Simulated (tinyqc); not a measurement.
CIS on RHF in the sto-3g basis, for H4, spin multiplicity 1, step by step. Computed by tinyqc, a small Python program that keeps every step (integrals from PySCF). Settings: charge = 0, multiplicity = 1, basis = sto-3g, method = RHF, energy threshold = 1e-10, iteration cap = 61, orthogonalisation = symmetric, start = atomic densities, DIIS depth = 6. Command: `OMP_NUM_THREADS=1 python tinyqc.py 29452 29453 out.jsonl` (the two numbers bound the seeds that draw the settings). One thread of a shared host (Intel(R) Xeon(R) Processor @ 2.60GHz), about 0.06 s of CPU time with the checks. The early iterations of the SCF are left out here.

## One-electron integrals

Geometry (angstrom):
```
atom         x         y         z
H     0.000000  0.000000  0.000000
H     0.000000  0.000000  0.841000
H     0.000000  0.000000  1.698000
H     0.000000  0.000000  2.539000
```

Basis sto-3g: exponents (1/bohr^2) and contraction coefficients of normalised primitives:
```
element  l (shell)  exponent  coefficient
H            s (1)  3.425251     0.154329
H            s (1)  0.623914     0.535328
H            s (1)  0.168855     0.444635
```

Overlap, kinetic and nuclear-attraction integrals over the contracted functions; the nuclear repulsion is the sum of Za Zb / Rab.

nuclear repulsion = 2.70763817 hartree

overlap S, order 1H 1s, 2H 1s, 3H 1s, 4H 1s:
$$\begin{pmatrix}
1.000000 & 0.594443 & 0.191870 & 0.046008 \\
0.594443 & 1.000000 & 0.584251 & 0.191870 \\
0.191870 & 0.584251 & 1.000000 & 0.594443 \\
0.046008 & 0.191870 & 0.594443 & 1.000000
\end{pmatrix}$$

kinetic energy T (hartree), order 1H 1s, 2H 1s, 3H 1s, 4H 1s:
$$\begin{pmatrix}
0.760032 & 0.181164 & -0.002559 & -0.010418 \\
0.181164 & 0.760032 & 0.173141 & -0.002559 \\
-0.002559 & 0.173141 & 0.760032 & 0.181164 \\
-0.010418 & -0.002559 & 0.181164 & 0.760032
\end{pmatrix}$$

nuclear attraction V (hartree), order 1H 1s, 2H 1s, 3H 1s, 4H 1s:
$$\begin{pmatrix}
-2.339311 & -1.423296 & -0.442869 & -0.100905 \\
-1.423296 & -2.715123 & -1.490755 & -0.442869 \\
-0.442869 & -1.490755 & -2.715123 & -1.423296 \\
-0.100905 & -0.442869 & -1.423296 & -2.339311
\end{pmatrix}$$

core Hamiltonian H = T + V (hartree), order 1H 1s, 2H 1s, 3H 1s, 4H 1s:
$$\begin{pmatrix}
-1.579280 & -1.242132 & -0.445428 & -0.111323 \\
-1.242132 & -1.955091 & -1.317614 & -0.445428 \\
-0.445428 & -1.317614 & -1.955091 & -1.242132 \\
-0.111323 & -0.445428 & -1.242132 & -1.579280
\end{pmatrix}$$

## Two-electron integrals

Functions are numbered as in S; the eight-fold symmetry (ij|kl) = (ji|kl) = (kl|ij) leaves the list below.

Two-electron integrals (ij|kl) in chemists' order, unique and non-zero (hartree):
```
(11|11) 0.774606   (21|11) 0.388716   (21|21) 0.235540   (22|11) 0.532727
(22|21) 0.388716   (22|22) 0.774606   (31|11) 0.097369   (31|21) 0.064373
(31|22) 0.118762   (31|31) 0.020043   (32|11) 0.234348   (32|21) 0.177998
(32|22) 0.380217   (32|31) 0.063300   (32|32) 0.226625   (33|11) 0.308517
(33|21) 0.237200   (33|22) 0.526981   (33|31) 0.097369   (33|32) 0.380217
(33|33) 0.774606   (41|11) 0.018712   (41|21) 0.012910   (41|22) 0.024883
(41|31) 0.004342   (41|32) 0.014541   (41|33) 0.024883   (41|41) 0.001016
(42|11) 0.061382   (42|21) 0.045941   (42|22) 0.097369   (42|31) 0.017277
(42|32) 0.063300   (42|33) 0.118762   (42|41) 0.004342   (42|42) 0.020043
(43|11) 0.149184   (43|21) 0.110622   (43|22) 0.237200   (43|31) 0.045941
(43|32) 0.177998   (43|33) 0.388716   (43|41) 0.012910   (43|42) 0.064373
(43|43) 0.235540   (44|11) 0.208335   (44|21) 0.149184   (44|22) 0.308517
(44|31) 0.061382   (44|32) 0.234348   (44|33) 0.532727   (44|41) 0.018712
(44|42) 0.097369   (44|43) 0.388716   (44|44) 0.774606
```

## Orthogonalisation

S = U s U^T; symmetric (Loewdin) form X = U s^(-1/2) U^T, so that X^T S X = 1.

eigenvalues of S: [0.200627, 0.484038, 1.169113, 2.146221]

X, order 1H 1s, 2H 1s, 3H 1s, 4H 1s:
$$\begin{pmatrix}
1.198746 & -0.450312 & 0.093271 & -0.016577 \\
-0.450312 & 1.439933 & -0.502165 & 0.093271 \\
0.093271 & -0.502165 & 1.439933 & -0.450312 \\
-0.016577 & 0.093271 & -0.450312 & 1.198746
\end{pmatrix}$$

## Iteration 9 (converged): orbitals

converged F (hartree), order 1H 1s, 2H 1s, 3H 1s, 4H 1s:
$$\begin{pmatrix}
-0.319187 & -0.561718 & -0.240684 & -0.038885 \\
-0.561718 & -0.467109 & -0.505406 & -0.240684 \\
-0.240684 & -0.505406 & -0.467109 & -0.561718 \\
-0.038885 & -0.240684 & -0.561718 & -0.319187
\end{pmatrix}$$

Diagonalise F' = X^T F X, C = X C', fill 2 alpha and 2 beta electrons from the bottom; D = 2 C_occ C_occ^T. Each column has its largest component positive (the first on a tie).

F' = X^T F X (hartree):
$$\begin{pmatrix}
0.037224 & -0.611460 & 0.096383 & 0.015748 \\
-0.611460 & 0.187943 & -0.551505 & 0.096383 \\
0.096383 & -0.551505 & 0.187943 & -0.611460 \\
0.015748 & 0.096383 & -0.611460 & 0.037224
\end{pmatrix}$$

orbital energies (hartree): MO1 -0.710884, MO2 -0.413209, MO3 0.400294, MO4 1.174132

coefficients C, order 1H 1s, 2H 1s, 3H 1s, 4H 1s:
$$\begin{pmatrix}
0.258023 & 0.531162 & 0.834221 & -0.777247 \\
0.408638 & 0.391094 & -0.580051 & 1.371371 \\
0.408638 & -0.391094 & -0.580051 & -1.371371 \\
0.258023 & -0.531162 & 0.834221 & 0.777247
\end{pmatrix}$$

D after iteration 9, order 1H 1s, 2H 1s, 3H 1s, 4H 1s:
$$\begin{pmatrix}
0.697419 & 0.626345 & -0.204592 & -0.431115 \\
0.626345 & 0.639879 & 0.028062 & -0.204592 \\
-0.204592 & 0.028062 & 0.639879 & 0.626345 \\
-0.431115 & -0.204592 & 0.626345 & 0.697419
\end{pmatrix}$$

## Convergence

Stop when the energy changes by less than 1e-10 hartree and every element of the error matrix X^T (F D S - S D F) X is below 3e-06.

Course of the cycle:
```
iteration  E (hartree)     change  largest element of the error matrix
1          -1.73132508          -                             9.28e-02
2          -2.12834957  -3.97e-01                             4.93e-02
3          -2.13122612  -2.88e-03                             1.93e-02
4          -2.13158581  -3.60e-04                             5.45e-03
5          -2.13161456  -2.87e-05                             2.29e-03
6          -2.13161843  -3.88e-06                             1.39e-03
7          -2.13161954  -1.11e-06                             9.93e-04
8          -2.13162070  -1.16e-06                             5.16e-06
9          -2.13162070  -2.70e-11                             2.32e-07
```

PySCF RHF in the same basis = -2.13162070 hartree

Converged in 9 iterations.

## Integrals over molecular orbitals

(pq|rs) = sum C_ip C_jq C_kr C_ls (ij|kl), one index at a time.

one-electron integrals over orbitals h = C^T H C (hartree):
$$\begin{pmatrix}
-2.029826 & 0.000000 & 0.178248 & 0.000000 \\
0.000000 & -1.685340 & 0.000000 & -0.148040 \\
0.178248 & 0.000000 & -1.288948 & 0.000000 \\
0.000000 & -0.148040 & 0.000000 & -0.774571
\end{pmatrix}$$

Two-electron integrals over orbitals (pq|rs), unique and non-zero (hartree):
```
(11|11) 0.535199    (21|21) 0.158052    (22|11) 0.470897    (22|22) 0.488388
(31|11) -0.087041   (31|22) 0.005399    (31|31) 0.107258    (32|21) 0.102004
(32|32) 0.136228    (33|11) 0.484924    (33|22) 0.481440    (33|31) -0.017416
(33|33) 0.505523    (41|21) 0.045500    (41|32) -0.045039   (41|41) 0.093844
(42|11) 0.090678    (42|22) 0.012184    (42|31) -0.095178   (42|33) 0.012968
(42|42) 0.102401    (43|21) -0.148415   (43|32) -0.101495   (43|41) -0.043098
(43|43) 0.160908    (44|11) 0.567165    (44|22) 0.505309    (44|31) -0.093433
(44|33) 0.527074    (44|42) 0.103280    (44|44) 0.640875
```

## CIS matrix, singlets

A(ia,jb) = (e_a - e_i) d_ij d_ab + 2 (ia|jb) - (ij|ab).

CIS matrix A, singlet (hartree), order 1>3, 1>4, 2>3, 2>4:
$$\begin{pmatrix}
0.840771 & 0.000000 & 0.000000 & -0.041941 \\
0.000000 & 1.505539 & 0.058337 & 0.000000 \\
0.000000 & 0.058337 & 0.604520 & 0.000000 \\
-0.041941 & 0.000000 & 0.000000 & 1.286833
\end{pmatrix}$$

## CIS singlet states

dipole integrals <i|r|a> (bohr), order 1>3, 1>4, 2>3, 2>4:
$$\begin{pmatrix}
0.000000 & 0.000000 & 0.000000 \\
0.000000 & 0.000000 & 0.190312 \\
0.000000 & 0.000000 & -1.599842 \\
0.000000 & 0.000000 & 0.000000
\end{pmatrix}$$

Diagonalise A (1 hartree = 27.211386 eV); each vector has its largest component positive (the first on a tie). The transition dipole is mu = sqrt2 sum c_ia <i|r|a>.

singlet excitation energies (eV): [16.347461, 22.772179, 35.122897, 41.070170]

lowest vectors, order 1>3, 1>4, 2>3, 2>4:
$$\begin{pmatrix}
0.000000 & 0.995684 & -0.092807 & 0.000000 \\
-0.064343 & 0.000000 & 0.000000 & 0.997928 \\
0.997928 & 0.000000 & 0.000000 & 0.064343 \\
0.000000 & 0.092807 & 0.995684 & 0.000000
\end{pmatrix}$$

oscillator strengths 2/3 w |mu|^2: [2.073133, 0.000000, 0.000000, 0.015224]

## CIS matrix, triplets

A(ia,jb) = (e_a - e_i) d_ij d_ab - (ij|ab).

CIS matrix A, triplet (hartree), order 1>3, 1>4, 2>3, 2>4:
$$\begin{pmatrix}
0.626254 & 0.000000 & 0.000000 & 0.148415 \\
0.000000 & 1.317851 & 0.148415 & 0.000000 \\
0.000000 & 0.148415 & 0.332063 & 0.000000 \\
0.148415 & 0.000000 & 0.000000 & 1.082031
\end{pmatrix}$$

## CIS triplet states

Diagonalise A (1 hartree = 27.211386 eV); each vector has its largest component positive (the first on a tie).

triplet excitation energies (eV): [8.441068, 15.842109, 30.642717, 36.455400]

lowest vectors, order 1>3, 1>4, 2>3, 2>4:
$$\begin{pmatrix}
0.000000 & 0.958635 & 0.284640 & 0.000000 \\
-0.145716 & 0.000000 & 0.000000 & 0.989326 \\
0.989326 & 0.000000 & 0.000000 & 0.145716 \\
0.000000 & -0.284640 & 0.958635 & 0.000000
\end{pmatrix}$$
